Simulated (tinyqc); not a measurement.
Inside a calculation. Model: junctionless gate-all-around wire, depletion approximation.

tinyqc, about 0.01 s, one thread, Intel Xeon 2.30GHz (shared host): `OMP_NUM_THREADS=1 python tinyqc.py 2460032 2460033 out.jsonl` Printed values are rounded.

A uniformly doped n-type wire of radius R under a surrounding gate; long channel. Below flat band a shell from radius rc to R is fully depleted and the neutral core, at channel potential V (0 at the source, Vd at the drain), carries the current with constant mobility; s = (rc/R)^2 is the share of the cross-section that conducts. The edge of the depleted shell is taken as abrupt, so there is no subthreshold current.

Values chosen for this exercise; material values those of a made-up semiconductor: relative permittivity of the semiconductor eps_r = 11.5; relative permittivity of the gate insulator eox = 9; insulator thickness tox = 4.9 nm; wire radius R = 5 nm; donor density Nd = 2.2e19 cm^-3; flat-band voltage Vfb = 0.77 V; effective mobility in the wire mu = 66 cm^2/(V s); gate length L = 1 um; gate voltage Vg = 0.47 V; drain voltage Vd = 0.1 V.

Constants: q = 1.602176634e-19 C, eps0 = 8.8541878128e-14 F/cm where lengths are in cm. Results are converted to the units shown.

## Voltages that deplete the wire

Cox = eps0 eox/(R ln(1 + tox/R)); A = q Nd R^2/(4 eps0 eps_r); B = q Nd R/(2 Cox); VT = Vfb - A - B.

Cox = 2.33313 uF/cm^2
A = 0.216355 V
B = 0.377689 V
VT = 0.175956 V

Of the 0.594 V needed, 63.6 % drops over the insulator. The device is normally off.

## Iteration 1: conducting share at the source by Newton steps

s at the start = 0.8

With V = 0: f = A (1 - s + s ln s) + B (1 - s) - (Vfb - Vg); f' = A ln s - B; s(new) = s - f/f'.

f = -0.219814 V
f' = -0.425967 V
s after iteration 1 = 0.283965

## Iteration 2: conducting share at the source by Newton steps

As before.

f = 0.0480124 V
f' = -0.650059 V
s after iteration 2 = 0.357824

## Course of the iteration: conducting share at the source by Newton steps

Stop when s changes by less than 1e-11, or after 30 iterations. s must stay positive.

Course of the iteration:
```
iteration         s  |change|
1          0.283965     0.516
2          0.357824    0.0739
3          0.361021   3.20e-3
4          0.361026   5.15e-6
5          0.361026  1.33e-11
6          0.361026   < 1e-13
```

Converged in 6 iterations. At the end the number of correct digits about doubles with each step.

## Core radius, conductance and current

s0 = 0.361026
sL = 0.207749

s solves Vfb - Vg + V = A (1 - s + s ln s) + B (1 - s), and s = 0 where the left side exceeds A + B. I = (q mu Nd pi R^2/L)[g(s0) - g(sL)], g = A (s^2/4 - (s^2/2) ln s) + B s^2/2, with s0 at V = 0 and sL at V = Vd. rc = R sqrt(s0); the small-signal conductance at Vd = 0 is q mu Nd pi R^2 s0/L.

rc at the source = 3.00427 nm
conductance = 0.659637 uS
I = 0.0515376 uA
